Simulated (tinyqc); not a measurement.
Rotating the field: cyclotron resonance of ellipsoidal valleys, Ge type.

Valleys along [111], [-111], [1-11], [11-1], mass ml along the axis and mt across it. B lies in the (1-10) plane, b = (sin(theta)/sqrt2, sin(theta)/sqrt2, cos(theta)). For the angle phi between B and the axis, 1/mc^2 = cos^2(phi)/mt^2 + sin^2(phi)/(mt ml). Resonance: h nu = 2 muB B/mc, h = 2 pi hbar.

Inputs chosen for the exercise (out of a larger set: near those of Ge; not measured data):
- ml = 1.614 m0 (longitudinal mass)
- mt = 0.081 m0 (transverse mass)
- ths = (0, 15, 30, 45, 60, 75, 90) degrees (angles)

mc against theta; [-111] and [1-11] stay equal in this plane.

Cyclotron masses (m0):
```
theta (degrees)   [111]  [-111]  [11-1]
0                0.1337  0.1337  0.1337
15               0.1036  0.1378  0.1999
30               0.0887  0.1510  0.3358
45               0.0821  0.1774  0.2912
60               0.0813  0.2252  0.1741
75               0.0861  0.3031  0.1223
90               0.0980  0.3616  0.0980
```

What does the comparison show?

All valleys give one line at theta = 0, B along [001], with mc = 0.1337. The [111] valley reaches mt at 54.7 degrees, and [11-1] reaches its largest value sqrt(ml mt) = 0.3616 at 35.3 degrees, where B is perpendicular to it; the listed maximum of that branch is 0.3358. The pair [-111], [1-11] reaches the same value at 90 degrees.

Computed by tinyqc, a small Python program: `OMP_NUM_THREADS=1 python tinyqc.py 1281167 1281168 out.jsonl` (the numbers bound the seed that draws the inputs); one thread of a shared host (Intel(R) Xeon(R) Processor @ 2.30GHz), about 0.01 s for the whole set of steps.
